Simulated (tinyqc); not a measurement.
Strain, valley repopulation and piezoresistance in a many-valley conduction band: one step, computed by the program tinyqc.

Valleys are ellipsoids with mass m_l along the axis a and m_t across it, parabolic, with one constant relaxation time; strain shifts the valleys and leaves the masses alone. Currents are taken along [111], along the load, and along [1-10], across the load.

Problem. Valley shifts. Herring-Vogt shift of a valley with unit axis a: dE = Xi_d tr(e) + Xi_u a.e.a.

Inputs (values chosen for the exercise, modelled on germanium): shear deformation potential Xi_u = 16 eV; dilation deformation potential Xi_d = -4.3 eV.

Valley axes: <111> (4 valleys). Load: uniaxial [111].

strain tensor (%):
```
            x           y           z
x  -0.0952381  -0.1577909  -0.1577909
y  -0.1577909  -0.0952381  -0.1577909
z  -0.1577909  -0.1577909  -0.0952381
```

Constants: k_B = 8.617333262e-05 eV/K.

Give: shifts dE; splitting (highest minus lowest).

Solution.

shifts dE (meV): [111] -53.45, [-111] 13.88, [1-11] 13.88, [11-1] 13.88

splitting (highest minus lowest) = 67.32 meV
